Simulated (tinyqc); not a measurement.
Exchange-only LDA atom on a uniform radial grid, spin-unpolarised, for He, step by step. Computed by tinyqc, a small Python program that keeps every step. Settings: Z = 2, points = 128, R = 9.5, functional = Slater exchange alone, mixing = 1.0, iteration cap = 64. Command: `OMP_NUM_THREADS=1 python tinyqc.py 21808 21809 out.jsonl` (the two numbers bound the seeds that draw the settings). One thread of a shared host (Intel(R) Xeon(R) Processor @ 2.60GHz), about 0.07 s of CPU time with the checks. Later iterations appear only in the table of the cycle.

## Iteration 1

Spherical atom on a uniform radial grid r_j = j h with h = R/(N + 1), h sum u^2 = 1 and integrals as h times sums, u(0) = u(R) = 0 (atomic units):
```
parameter,value
Z,2
points N,128
R,9.500000
h,0.073643
mixing,1.000000
electrons in 1s,2
```

Three-point differences turn -u''/2 + [l(l+1)/2r^2 - Z/r + V] u = e u into a tridiagonal matrix (diagonal 1/h^2 + potential, off-diagonal -1/2h^2). D = sum f u^2; the Hartree potential y/r solves y'' = -D/r with y(0) = 0, y(R) = N_e; v_xc comes from rho = D/(4 pi r^2); E = sum f e - int D V + int D (V_H/2 + eps_xc); V(new) = V + mixing (V_H + v_xc - V).

eigenvalues (hartree): 1s -1.9893

Every 8th grid point:
```
r,V in,u(1s),D,V_H,v_xc
0.5891,0.0000,1.0246,2.0998,2.6923,-0.7718
1.1783,0.0000,0.6334,0.8025,1.6457,-0.3528
1.7674,0.0000,0.2937,0.1725,1.1271,-0.1613
2.3566,0.0000,0.1210,0.0293,0.8483,-0.0737
2.9457,0.0000,0.0468,0.0044,0.6789,-0.0337
3.5349,0.0000,0.0173,0.0006,0.5658,-0.0154
4.1240,0.0000,0.0063,7.83e-05,0.4850,-0.0070
4.7132,0.0000,0.0022,9.77e-06,0.4243,-0.0032
5.3023,0.0000,0.0008,1.18e-06,0.3772,-0.0015
5.8915,0.0000,2.64e-04,1.39e-07,0.3395,-0.0007
6.4806,0.0000,8.97e-05,1.61e-08,0.3086,-3.08e-04
7.0698,0.0000,3.03e-05,1.83e-09,0.2829,-1.41e-04
7.6589,0.0000,1.01e-05,2.05e-10,0.2611,-6.43e-05
8.2481,0.0000,3.34e-06,2.23e-11,0.2425,-2.92e-05
8.8372,0.0000,1.02e-06,0,0.2263,-1.27e-05
9.4264,0.0000,8.93e-08,0,0.2122,0.0000
```

total energy = -2.552244 hartree

## Iteration 2

As before.

eigenvalues (hartree): 1s -0.3149

Every 8th grid point:
```
r,V in,u(1s),D,V_H,v_xc
0.5891,1.9205,0.8408,1.4139,2.1841,-0.6765
1.1783,1.2929,0.7070,0.9996,1.4993,-0.3796
1.7674,0.9658,0.4931,0.4863,1.0883,-0.2279
2.3566,0.7745,0.3236,0.2095,0.8379,-0.1421
2.9457,0.6452,0.2071,0.0857,0.6760,-0.0909
3.5349,0.5504,0.1310,0.0343,0.5650,-0.0593
4.1240,0.4779,0.0824,0.0136,0.4847,-0.0393
4.7132,0.4211,0.0517,0.0054,0.4243,-0.0264
5.3023,0.3757,0.0324,0.0021,0.3772,-0.0178
5.8915,0.3388,0.0203,0.0008,0.3395,-0.0122
6.4806,0.3083,0.0126,3.20e-04,0.3086,-0.0083
7.0698,0.2828,0.0078,1.22e-04,0.2829,-0.0057
7.6589,0.2611,0.0047,4.49e-05,0.2611,-0.0039
8.2481,0.2425,0.0027,1.47e-05,0.2425,-0.0025
8.8372,0.2263,0.0013,3.27e-06,0.2263,-0.0015
9.4264,0.2122,1.36e-04,3.69e-08,0.2122,-3.16e-04
```

total energy = -2.671737 hartree

## Iteration 3

As before.

eigenvalues (hartree): 1s -0.6257

Every 8th grid point:
```
r,V in,u(1s),D,V_H,v_xc
0.5891,1.5077,0.9351,1.7488,2.4415,-0.7261
1.1783,1.1196,0.6884,0.9478,1.5826,-0.3730
1.7674,0.8605,0.4125,0.3403,1.1135,-0.2023
2.3566,0.6959,0.2311,0.1068,0.8455,-0.1135
2.9457,0.5851,0.1254,0.0315,0.6783,-0.0651
3.5349,0.5056,0.0669,0.0089,0.5657,-0.0379
4.1240,0.4454,0.0353,0.0025,0.4849,-0.0223
4.7132,0.3979,0.0185,0.0007,0.4243,-0.0133
5.3023,0.3593,0.0097,1.87e-04,0.3772,-0.0080
5.8915,0.3273,0.0050,5.06e-05,0.3395,-0.0048
6.4806,0.3003,0.0026,1.36e-05,0.3086,-0.0029
7.0698,0.2772,0.0014,3.65e-06,0.2829,-0.0018
7.6589,0.2573,0.0007,9.57e-07,0.2611,-0.0011
8.2481,0.2399,3.42e-04,2.34e-07,0.2425,-0.0006
8.8372,0.2248,1.46e-04,4.25e-08,0.2263,-3.46e-04
9.4264,0.2119,1.48e-05,4.39e-10,0.2122,-7.22e-05
```

total energy = -2.698538 hartree

## Convergence

Stop when input and output potentials agree to 1e-7.

Course of the cycle (hartree):
```
iteration,E,e(1s),largest |V(out) - V(in)|
1,-2.552244,-1.9893,2.44e+00
2,-2.671737,-0.3149,7.79e-01
3,-2.698538,-0.6257,3.67e-01
4,-2.703984,-0.4650,1.68e-01
5,-2.705191,-0.5349,7.88e-02
6,-2.705449,-0.5014,3.66e-02
7,-2.705506,-0.5168,1.71e-02
8,-2.705518,-0.5096,7.94e-03
9,-2.705521,-0.5129,3.70e-03
10,-2.705521,-0.5114,1.72e-03
11,-2.705521,-0.5121,8.01e-04
12,-2.705521,-0.5118,3.73e-04
13,-2.705521,-0.5119,1.74e-04
14,-2.705521,-0.5119,8.09e-05
15,-2.705521,-0.5119,3.77e-05
16,-2.705521,-0.5119,1.75e-05
17,-2.705521,-0.5119,8.17e-06
18,-2.705521,-0.5119,3.80e-06
19,-2.705521,-0.5119,1.77e-06
20,-2.705521,-0.5119,8.25e-07
21,-2.705521,-0.5119,3.84e-07
22,-2.705521,-0.5119,1.79e-07
23,-2.705521,-0.5119,8.33e-08
```

Converged in 23 iterations. A uniform grid resolves the cusp poorly: for a bare nucleus this grid gives 1s at -1.98927 against -Z^2/2 = -2 hartree. Before convergence this energy mixes input and output and is not variational, so it may rise towards its limit.
